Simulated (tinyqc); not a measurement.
Formation energy of a charged point defect from supercell energies: one step, computed by the program tinyqc. Command: `OMP_NUM_THREADS=1 python tinyqc.py 3015367 3015368 out.jsonl formation walk`. One thread of a shared host (Intel(R) Xeon(R) Processor @ 2.30GHz), about 0.01 s of CPU time with the checks.

The host is a compound AB. Making the defect adds n_A = -1, n_B = 0, n_X = 1 atoms to the cell. All total energies are inputs. E_F is counted from the valence-band maximum (VBM); x = 0 is A-rich and x = 1 B-rich growth.

Question. Chemical potentials. dmu_A = x dH and dmu_B = (1 - x) dH, so that dmu_A + dmu_B = dH; mu = mu(element) + dmu. The impurity is held at its solubility limit: dmu_X = min(0, dH(XB) - dmu_B). The reservoir term is sum n_i mu_i.

Inputs (values chosen for the exercise, for a model compound AB):
```
quantity                      value  unit
mu_A of the pure element     -3.046    eV
formation enthalpy dH of AB   -1.64    eV
growth condition x             0.47     -
mu_X of the pure element       -2.3    eV
formation enthalpy of XB       -1.6    eV
```

Defect: impurity X on an A site. Supercell lattice: bcc.

Give: dmu_A; dmu_B; dmu_X; sum n_i mu_i.

Answer.

dmu_A = -0.7708 eV

dmu_B = -0.8692 eV

dmu_X = -0.7308 eV

sum n_i mu_i = 0.786 eV

The competing phase caps mu_X.
